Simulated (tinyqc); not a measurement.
Body thickness for a wanted scale length.

Question. A double-gate structure has tan(pi ti/Lambda) tan(pi ts/(2 Lambda)) = ei/eps_r, both angles below pi/2. Find ts.

Parameters, values chosen for the exercise; permittivities: semiconductor made up, insulator close to that of hafnium oxide:
- eps_r = 14.2 (relative permittivity of the semiconductor)
- ei = 21.9 (relative permittivity of the insulator)
- ti = 8.1 nm (insulator thickness)

Lambda = 24.174530 nm

Answer. The condition is explicit in ts: an arctangent, taken between 0 and pi/2.

ts = 11.10 nm

tinyqc, about 0.01 s, one thread, Intel Xeon 2.30GHz (shared host): `OMP_NUM_THREADS=1 python tinyqc.py 2420124 2420125 out.jsonl`
